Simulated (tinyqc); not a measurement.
# MOS inversion layer, Poisson-Schroedinger loop: effect of the sheet density of depletion charge

Electrons confined at an insulator interface at z = 0, treated as a hard wall; parabolic valleys, Hartree approximation, no image or exchange terms. The depletion charge lies far deeper than the electrons and gives a uniform field q Nd/(eps0 eps_r); the gate balances all charge. Energies are counted from the band edge at the interface.

Schroedinger equation -(C/mz) psi'' + (V0 + U) psi = E psi, C = hbar^2/(2 m0), psi(0) = 0, on a uniform mesh of 800 nodes with a far wall at 47 nm, 8 levels a set; V0 = q Nd z/(eps0 eps_r); dU/dz = q (Ns - integral of n from 0 to z)/(eps0 eps_r), U(0) = 0; N_k = g md m0 q Vt/(pi hbar^2) ln(1 + exp((EF - E_k)/Vt)), g the number of valleys of the set, sum N_k = Ns. Triangular well: E_k = a_k (C F^2/mz)^(1/3), a_1 = 2.338107, a_2 = 4.087949, C = hbar^2/(2 m0), F in eV/nm. Fang-Howard (all electrons in the lowest level of set A): b^3 = 6 (mz1/C) q (Nd + 11 Ns/32)/(eps0 eps_r), centroid 3/b, level C b^2/(4 mz1) + (3/b) q (Nd + 11 Ns/16)/(eps0 eps_r). The centroid adds 3.9 z_av/eps_r to an oxide-equivalent thickness. Shares under 0.0001 % are printed as 0.

Parameters, values chosen for the exercise; masses and permittivity close to those of silicon (111):
- T = 300 K (temperature)
- eps_r = 11.5 (relative permittivity)
- mz1 = 0.261 m0 (mass along z of valley set A (6 valley(s)))
- md1 = 0.354 m0 (in-plane density-of-states mass of set A)
- Ns = 2.2e12 cm^-2 (sheet density of electrons)

Constants: q = 1.602176634e-19 C, kB = 1.380649e-23 J/K, hbar = 1.054571817e-34 J s, m0 = 9.1093837015e-31 kg, Vt = kB T/q, eps0 = 8.8541878128e-14 F/cm where lengths are in cm, hbar^2/(2 m0) = 0.0380998212 eV nm^2. Results are converted to the units shown.

Effect of the sheet density of depletion charge:
columns A: Nd (cm^-2); B: A1 (meV); C: A2 (meV); D: EF (meV); E: share of A1 (%); F: share of A2 (%); G: centroid z_av (nm); H: added oxide equivalent (nm); I: Fang-Howard centroid (nm)
```
A         B    C     D     E      F     G      H     I
1e11    118  165  51.5  75.8   12.7  5.16   1.75  3.65
1.7e11  121  169  54.7  78.0   12.4  4.67   1.59  3.56
3.1e11  126  177  61.0  82.0   11.5  4.04   1.37  3.40
5.3e11  134  191  70.3  86.8   9.64  3.47   1.18  3.19
9.4e11  148  219  86.6  92.5   6.30  2.93  0.993  2.91
1.6e12  171  262   111  96.7   3.00  2.51  0.853  2.61
2.9e12  213  340   153  99.2  0.762  2.13  0.722  2.25
5e12    274  451   214  99.9  0.111  1.82  0.618  1.94
```

Read the table: what changes, and by how much?

As Nd goes from 1e11 to 5e12, A1 rises from 118 to 274 meV, the share of A1 rises from 75.8 to 99.9 % and the centroid falls from 5.16 to 1.82 nm. A1 goes as Nd^(0.46) between the last two rows (a triangular well in the field of that charge alone gives 2/3). The Fang-Howard centroid is 29 % below the full one in the first row, where A1 holds 75.8 %, and 6.2 % above it in the last, where A1 holds 99.9 %. For Nd = 1e11 the eighth level of a set still holds over 0.4 % of the electrons, so more levels and a farther wall would raise the centroid.

Numbers from tinyqc (`OMP_NUM_THREADS=1 python tinyqc.py 2160116 2160117 out.jsonl`; about 0.5 s on one thread of a shared Intel Xeon 2.30GHz).
